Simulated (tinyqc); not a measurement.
One-dimensional ballistic tunnel FET, two-band WKB: two steps of the calculation.

A p-type source for x < 0 with its Fermi level at 0 and its valence edge at ds; in the channel the bands fall as D exp(-x/lam) towards their flat values, with the conduction edge at Ec = ds - dP and D = dP + Eg. The gate moves dP one to one. The drain Fermi level lies at -Vd and the drain side reflects nothing. For w = E - Ec between 0 and dP an electron crosses the gap. Two-band dispersion with equal masses m: inside the gap kappa = sqrt(m u (1 - u/Eg)/C), u the distance from a band edge, C = hbar^2/(2 m0).

Parameters, values chosen for the exercise; band and dielectric values close to those of indium arsenide:
```
symbol,value,unit,meaning
Eg,0.353,eV,band gap
m,0.023,m0,band-edge mass of the two-band model
lam,4.8,nm,screening length of the source junction
dP,0.3,eV,tunnelling window Ev(source) - Ec(channel)
w0,0.094,eV,energy above the channel conduction edge
nc,6,,cells of the path
```

Constants: q = 1.602176634e-19 C, hbar = 1.054571817e-34 J s, m0 = 9.1093837015e-31 kg, hbar^2/(2 m0) = 0.0380998212 eV nm^2. Results are converted to the units shown.

Task 1. The path through the gap by the midpoint rule. At w = w0 the path runs from xa = lam ln(D/(w + Eg)) to xb = lam ln(D/w); u(x) = w + Eg - D exp(-x/lam) is the height above the valence edge. Cut it into nc equal cells: S = 2 (cell width) times the sum of kappa at the centres.

Wanted: xa; xb; x; u; kappa; S.

Result 1.

xa = 1.819 nm
xb = 9.304 nm

| cell | x (nm) | u (eV) | kappa (1/nm) |
|---|---|---|---|
| 0 | 2.443 | 0.0545 | 0.1668 |
| 1 | 3.690 | 0.1443 | 0.2269 |
| 2 | 4.938 | 0.2136 | 0.2257 |
| 3 | 6.185 | 0.2670 | 0.1982 |
| 4 | 7.433 | 0.3082 | 0.1537 |
| 5 | 8.680 | 0.3400 | 0.0871 |

S = 2.640

Task 2. The exponent in closed form. S(w) = 2 lam int_0^Eg kappa(u) du/(w + Eg - u) = 2 pi lam sqrt(m/(C Eg)) [w + Eg/2 - sqrt(w (w + Eg))], T(w) = exp(-S). The common triangular estimate is S = (4/3) lam sqrt(m/C) Eg^1.5/(dP + Eg) for all w.

Wanted: S(w0); T(w0); triangular S.

Result 2.

S(w0) = 2.5840
T(w0) = 0.075472
triangular S = 1.5971

Numbers from tinyqc (`OMP_NUM_THREADS=1 python tinyqc.py 2620173 2620174 out.jsonl`; about 0.02 s on one thread of a shared Intel Xeon 2.30GHz).
